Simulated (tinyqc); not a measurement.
Changing the base width W: minority-electron transport through the base of a bipolar transistor (Moll-Ross and Kroemer integrals). Computed by tinyqc, a small Python program. Command: `OMP_NUM_THREADS=1 python tinyqc.py 3004829 3004830 out.jsonl base sweep`. One thread of a shared host (Intel(R) Xeon(R) Processor @ 2.30GHz), about 0.01 s of CPU time with the checks.

Low injection, one dimension, x from the emitter edge (0) to the collector edge (W), s = x/W. Recombination is treated as a small correction (valid for tau_B well below tau_n), computed from the stored charge.

Inputs (values chosen for the exercise, modelled on GaAs):
```
quantity                                     value        unit
intrinsic density n_i at the emitter edge  2.2e+06      1/cm^3
base doping at the emitter edge N_0        1.2e+19      1/cm^3
mu_min                                        1400  cm^2/(V s)
mu_max                                        7300  cm^2/(V s)
N_ref                                      1.6e+17      1/cm^3
saturation velocity v_s                       0.96    1e7 cm/s
electron lifetime tau_n                         19          ns
emitter Gummel number G_E                  1.2e+13      s/cm^4
base-emitter voltage V_BE                     0.92           V
temperature T                                  300           K
doping ratio N_0/N(W)                          6.5           -
```

Base doping profile: exponential. Gap grading: none. Exit of the base: saturation velocity.

Constants: k_B = 8.617333262e-05 eV/K; e = 1.602176634e-19 C.

Method:
- N(x) = N_0 (ratio)^(-s); n_i(x) = n_i; D(x) = (k_B T/e) mu, mu = mu_min + (mu_max - mu_min)/(1 + (N/N_ref)^0.7).
- With y(x) = N n_i^2/(D n_i(x)^2): base Gummel number G_B = int_0^W y dx + N(W) n_i^2/(v_s n_i(W)^2); J_C = e n_i^2 exp(e V_BE/k_B T)/G_B; n(x) = (J_C/e)(n_i(x)^2/(N n_i^2)) [int_x^W y dx + the same exit term]; transit time tau_B = (e/J_C) int n dx; trapezoid rule on 401 even points.
- Emitter-limited gain beta_E = G_E/G_B; recombination-limited gain beta_R = tau_n/tau_B; 1/beta = 1/beta_E + 1/beta_R; f_T from the base alone = 1/(2 pi tau_B).

One run for each value; columns: (1) base width W (nm); (2) base transit time tau_B (ps); (3) current gain beta; (4) f_T from the base alone (GHz); (5) mean velocity W/tau_B (1e7 cm/s); (6) share of the exit term in G_B (%):
```
(1)          (2)     (3)         (4)     (5)     (6)
10    5.2773e-02  39.108  3.0158e+03  1.8949  62.680
18    1.0318e-01  30.115  1.5426e+03  1.7446  48.269
32    2.0889e-01  21.473  7.6191e+02  1.5319  34.420
56    4.4195e-01  14.392  3.6012e+02  1.2671  23.072
100   1.0393e+00   8.969  1.5314e+02  0.9622  14.380
180   2.6892e+00   5.321  5.9183e+01  0.6693   8.534
320   7.3272e+00   3.108  2.1721e+01  0.4367   4.987
560   2.0462e+01   1.813  7.7781e+00  0.2737   2.912
1000  6.1548e+01   1.027  2.5859e+00  0.1625   1.652
```

Over the rows, base transit time tau_B (ps) rises from 0.0528 to 61.5 (exponent d ln y / d ln x 1.1 between the first rows and 1.9 between the last); current gain beta falls from 39.1 to 1.03 (exponent d ln y / d ln x -0.44 between the first rows and -0.98 between the last); f_T from the base alone (GHz) falls from 3020 to 2.59 (exponent d ln y / d ln x -1.1 between the first rows and -1.9 between the last). At the high end the exponent of current gain beta is -0.98, close to -1: emitter-limited gain, or recombination with a transit time limited by the exit velocity.

Caution (rows 10.0, 18.0, 32.0, 56.0, 100): the mean velocity exceeds v_s, so drift-diffusion with a low-field mobility overstates the speed. Caution (rows 10.0, 18.0): the base is only a few mean free paths wide, so transport is partly ballistic.
